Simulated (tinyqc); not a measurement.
Band offsets from two capacitances.

Question. A p-n heterojunction (1: p-type, 2: n-type) in the depletion approximation obeys 1/C^2 = 2 (er1 N1 + er2 N2)(Vbi - V)/(q eps0 er1 er2 N1 N2), with Vbi = dEc + Eg1 - Vt ln(Nc2 Nv1/(N1 N2)), dEc = Ec2 - Ec1 and dEv = Eg2 - Eg1 - dEc. Find N2, Vbi, dEc and dEv.

Parameters, values chosen for the exercise; band and dielectric values those of a made-up pair:
- T = 300 K (temperature)
- Eg1 = 1.48 eV (band gap of material 1)
- er1 = 10.6 (relative permittivity of material 1)
- Nv1 = 8.6e18 cm^-3 (valence-band density of states of material 1)
- Eg2 = 1.39 eV (band gap of material 2)
- er2 = 14 (relative permittivity of material 2)
- Nc2 = 6.37e17 cm^-3 (conduction-band density of states of material 2)
- N1 = 6e16 cm^-3 (acceptor density of material 1)

Constants: q = 1.602176634e-19 C, kB = 1.380649e-23 J/K, Vt = kB T/q, eps0 = 8.8541878128e-14 F/cm where lengths are in cm. Results are converted to the units shown.

C at V = -0.2 and -3.3 V (nF/cm^2): [34.810524, 18.469738]

Solution. The slope of 1/C^2 against -V is (2/(q eps0)) (1/(er2 N2) + 1/(er1 N1)), which gives N2; the intercept is Vbi, and the offsets follow.

N2 = 2.20e16 cm^-3
Vbi = 1.01 V
dEc = -0.250 eV
dEv = 0.160 eV

Computed by the program tinyqc: `OMP_NUM_THREADS=1 python tinyqc.py 2040119 2040120 out.jsonl`, one thread of a shared Intel Xeon 2.30GHz, about 0.04 s for the whole run.
